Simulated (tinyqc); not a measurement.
# Density and mobility of a removed layer (differential Hall)

Inverse problem. For layers in parallel the sheet conductance g = 1/Rs and the product g mu_H (mu_H signed, unit Hall factors) are additive. Find the sheet density and mobility of the layer that was removed, and its share of the conductance.

Constants: q = 1.602176634e-19 C. Results are converted to the units shown.

Rs before and after removing the top layer (ohm/square): 214.63236  240.05804
apparent mobility before and after, signed (cm^2/(V s)): -167.16644  -200

Answer. The differences give g1 = q n mu and g1 mu = q n mu^2; their ratio is mu and g1^2/(q g1 mu) is n.

sheet density = 2.80e13 cm^-2
mobility = 110 cm^2/(V s)
share of the conductance = 10.6 %

Program tinyqc, `OMP_NUM_THREADS=1 python tinyqc.py 2850136 2850137 out.jsonl`; Intel Xeon 2.30GHz, shared host, one thread, about 0.01 s.
